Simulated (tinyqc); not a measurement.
Shallow acceptor in the spherical four-band model: sweeps and comparisons. A value that a table varies takes the place of the one given here.

The ground state 1S3/2 has an L = 0 part f(r) and an L = 2 part g(r). In units of Ry* and a*, with Gaussians f_i = exp(-a_i r^2), g_i = r^2 exp(-a_i r^2), A = a_i + a_j and I(n) = Gamma((n + 1)/2)/(2 A^((n + 1)/2)): S_ff = I(2), S_gg = I(6), H_ff = (6 a_i a_j/A) I(2) - 2 I(1), H_gg = (14 a_i a_j/A) I(6) - 2 I(5), H_fg = -mu [15 I(2) - 20 a_j I(4) + 4 a_j^2 I(6)]; each function is then normalised. The split-off band is left out.

Converged values use 22 exponents 2.2^i, i = -7 to 14, for f and for g.

Units Ry* = Ry/(g1 eps^2) and a* = a0 eps g1; mu = (6 g3 + 4 g2)/(5 g1) is the spherical heavy-light coupling and delta = (g3 - g2)/g1 the cubic term, which is left out.

Constants: Ry = 13.60569312 eV; a0 (Bohr radius) = 0.5291772105 angstrom.

Parameters, chosen for this exercise (near those of a shallow acceptor in GaP, where the small spin-orbit splitting and strong warping make this model rough; the results hold for these values, not for the real material):

| symbol | value | unit | meaning |
|---|---|---|---|
| mus | (0.11, 0.38, 0.52, 0.6, 0.78, 0.84, 0.91) |  | couplings |
| rc | 1.7 | angstrom | radius of the central cell |
| Vs | (2, 0, -0.5, -1.5, -2.5, -3.5) | eV | central-cell strengths |
| g1 | 4.02 |  | Luttinger gamma1 |
| g2 | 0.5 |  | gamma2 |
| g3 | 1.23 |  | gamma3 |
| eps | 10.9 |  | dielectric constant |

## Strength of the heavy-light coupling

Ry* = 28.4867 meV

Converged values in Ry* and a*; the heavy-mass hydrogen model gives 1/(1 - mu).

Results:

| mu | binding (Ry*) | 1/(1 - mu) | ratio | L = 2 weight | <r> (a*) | binding (meV) |
|---|---|---|---|---|---|---|
| 0.11 | 1.011 | 1.124 | 0.900 | 0.005 | 1.486 | 28.8 |
| 0.38 | 1.151 | 1.613 | 0.714 | 0.062 | 1.331 | 32.8 |
| 0.52 | 1.332 | 2.083 | 0.639 | 0.119 | 1.174 | 37.9 |
| 0.60 | 1.503 | 2.500 | 0.601 | 0.161 | 1.056 | 42.8 |
| 0.78 | 2.382 | 4.545 | 0.524 | 0.282 | 0.696 | 67.9 |
| 0.84 | 3.126 | 6.250 | 0.500 | 0.332 | 0.541 | 89.1 |
| 0.91 | 5.255 | 11.111 | 0.473 | 0.398 | 0.331 | 149.7 |

The binding starts as 1 + O(mu^2), 1.011 at mu = 0.11, since the coupling enters in second order, and reaches 5.25 at mu = 0.91. The ratio to the heavy-mass model falls from 0.90 to 0.47, towards about 0.44 as mu goes to 1: the bound hole is only partly heavy. The L = 2 weight grows to 0.40 and the radius shrinks by a factor 4.5.

## Central-cell correction

mu = 0.46667
a* = 23.187 angstrom

A short-range term V exp(-r^2/rc^2) is added (negative: attracts the hole); its elements are V S (A/(A + 1/rc^2))^(3/2) for f and ^(7/2) for g, in the same units.

Results:

| V (eV) | 1S binding (meV) | 2S binding (meV) | <r> (angstrom) | L = 2 weight |
|---|---|---|---|---|
| 2.0 | 33.7 | 9.46 | 30.4 | 0.094 |
| 0.0 | 35.6 | 9.70 | 28.8 | 0.095 |
| -0.5 | 36.2 | 9.78 | 28.3 | 0.096 |
| -1.5 | 37.8 | 9.97 | 27.1 | 0.097 |
| -2.5 | 39.9 | 10.21 | 25.8 | 0.098 |
| -3.5 | 42.8 | 10.53 | 24.1 | 0.100 |

From V = 0 to -3.5 eV the 1S binding grows by 7.2 meV (20 %) and the 2S binding by 0.83 meV, so the chemical shift sits mainly in the ground state. A repulsion of 2 eV removes 1.9 meV. The slope is 2.95 meV per eV over the last step against 0.94 on the repulsive side, since attraction pulls the state into the cell; over this range the level stays shallow.

## What each parameter does

Converged values. Each row changes one parameter from the base and keeps the others.

Results:

| case | mu | Ry* (meV) | binding (meV) | <r> (angstrom) |
|---|---|---|---|---|
| base | 0.467 | 28.49 | 35.59 | 28.8 |
| g1 = 4.34 | 0.432 | 26.39 | 31.82 | 32.0 |
| g2 = 0.42 | 0.451 | 28.49 | 35.00 | 29.2 |
| g3 = 1.13 | 0.437 | 28.49 | 34.51 | 29.6 |
| eps = 10 | 0.467 | 33.85 | 42.29 | 26.4 |

The largest shifts from the base row, up to three for each result and ties (the steps differ in size, so this ranks the rows, not the parameters). mu: g1 -0.034, g3 -0.030, g2 -0.016; unchanged at the printed digits by eps. Ry* (meV): eps +5.36, g1 -2.10; unchanged at the printed digits by g2 and g3. binding (meV): eps +6.70, g1 -3.77, g3 -1.09. <r> (angstrom): g1 +3.3, eps -2.4, g3 +0.8. g1 acts twice: it lowers Ry* and it lowers mu.

Run: tinyqc, `OMP_NUM_THREADS=1 python tinyqc.py 1252544 1252545 out.jsonl`; Intel(R) Xeon(R) Processor @ 2.30GHz, one thread, shared host; about 0.07 s of CPU time with all checks.
